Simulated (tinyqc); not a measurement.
From results back to parameters: Slater-Koster d bands of an fcc metal. Four cases, with inputs chosen for the exercise.

Problem. In an fcc d band with nearest neighbours E(t2g, Gamma) = 3 dds + 4 ddp + 5 ddd, E(eg, Gamma) = 1.5 dds + 6 ddp + 4.5 ddd, and at X = (1,0,0) the yz state has 3 dds - 4 ddp - 3 ddd. The three levels come from hidden integrals.

Find: dds, ddp, ddd.

Method. Three linear equations: the first less the third is 8 (ddp + ddd); twice the second less the first is 8 ddp + 4 ddd; their difference gives ddd.

Case 1.

levels (eV): t2g Gamma -0.8400, eg Gamma 2.2740, yz at X -5.7600

Solution.

dds, ddp, ddd (eV): -1.061  0.732  -0.117

Case 2.

levels (eV): t2g Gamma -0.8820, eg Gamma 0.6030, yz at X -2.5780

Solution.

dds, ddp, ddd (eV): -0.544  0.310  -0.098

Case 3.

levels (eV): t2g Gamma -1.9760, eg Gamma 0.6060, yz at X -4.5440

Solution.

dds, ddp, ddd (eV): -1.035  0.476  -0.155

Case 4.

levels (eV): t2g Gamma -0.5290, eg Gamma 0.4455, yz at X -1.7450

Solution.

dds, ddp, ddd (eV): -0.362  0.203  -0.051

Computed by tinyqc, one run a case: `OMP_NUM_THREADS=1 python tinyqc.py N N+1 out.jsonl` with N = 1480859, 1480910, 1480922, 1480939; one thread of a shared Intel(R) Xeon(R) Processor @ 2.30GHz, about 0.07 s a run at most.
